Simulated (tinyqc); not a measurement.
Inside a calculation: charge neutrality level from zone-averaged pseudopotential bands. Values are carried at full precision from step to step, so a last printed digit may differ when a step is redone from the rounded ones.

Empirical pseudopotential on the fcc lattice, atoms at +/- tau, tau = a (1,1,1)/8, no spin-orbit coupling. H(G,G') = c (2 pi/a)^2 |k + G|^2 delta + VS(q) cos(q.tau) + i VA(q) sin(q.tau), q = G - G', c = hbar^2/2m0; k and G in units of 2 pi/a; VS at |q|^2 = 3, 8, 11 and VA at 3, 4, 11, in rydberg, zero elsewhere. At each k the basis holds all G with |k + G|^2 up to 16; energies are counted from the fourth level at Gamma.

Mesh: k = sum_i (n_i + 1/2)/N b_i, n_i = 0 ... N - 1, b = (-1,1,1), (1,-1,1), (1,1,-1); points with the same sorted |kx|, |ky|, |kz| after folding to the shortest k + G are joined, with their count as weight. Neutrality (branch-point) level: E_N = (1/2) mean over k of [E5 + (E3 + E4)/2], E_n the n-th level from below.

Constants: hbar^2/2m0 = 3.80998211 eV angstrom^2; Ry = 13.60569312 eV.

Parameters, chosen for this exercise (classic local form factors of the size used for GaAs, without spin-orbit coupling; shifted at random, so the results belong to these values and not to a real crystal): a = 5.63 angstrom (lattice constant); VS = (-0.227, 0.011, 0.059) Ry (symmetric form factors); VA = (0.071, 0.051, 0.01) Ry (antisymmetric form factors); mesh = 3 (points along each reciprocal vector).

## Levels on the mesh

Diagonalise at each joined point.

Levels (eV):
```
kx          ky      kz  weight       E3       E4      E5      E6
0.1667  0.1667  0.1667       2  -0.2974  -0.2974  2.4333  4.9204
0.5000  0.1667  0.1667       6  -1.5964  -1.3300  2.9593  4.6275
0.5000  0.5000  0.1667       6  -2.5221  -0.9867  3.0795  4.9112
0.5000  0.5000  0.5000       1  -0.9315  -0.9315  1.6093  4.8669
0.8333  0.1667  0.1667       6  -2.9355  -2.0468  2.1046  3.6585
0.8333  0.5000  0.1667       6  -3.3274  -2.1512  4.2076  4.4302
```

## Gaps

Level 5 at Gamma, at the lowest of (f,0,0) with f = 0.8, 0.85, 0.9, 1, and at (1/2,1/2,1/2).

gaps to Gamma, Delta/X, L (eV): 1.4150  1.6159  1.6093

## The neutrality level

Energies are counted from the valence top at Gamma. E_N = (1/2) weighted mean of [E5 + (E3 + E4)/2]. Compare with half the smallest indirect gap, min(Delta/X, L)/2, and give the barrier for electrons in the limit of full pinning, min(gaps) - E_N.

mean of E5 = 2.9845 eV
mean of (E3 + E4)/2 = -1.9339 eV
E_N = 0.5253 eV
half the indirect gap = 0.8046 eV
pinned barrier for electrons = 0.8897 eV

E_N lies at 37 % of the gap from the valence top, so pinned contacts have the lower barrier for holes. The two estimates differ by 0.28 eV; both rules are good to a few tenths of an eV only, so a position within that distance of a band edge or of mid-gap is not settled. Local form factors place the indirect gaps only to a few tenths of an eV, and E_N moves with them. Spin-orbit coupling, left out, would lift the valence top by a third of its splitting.

## Checks

- Sum of the weights against N^3: both 27.

Computed by tinyqc, a small Python program: `OMP_NUM_THREADS=1 python tinyqc.py 1851136 1851137 out.jsonl` (the numbers bound the seed that draws the inputs); one thread of a shared host (Intel(R) Xeon(R) Processor @ 2.30GHz), about 0.1 s for the whole set of steps.
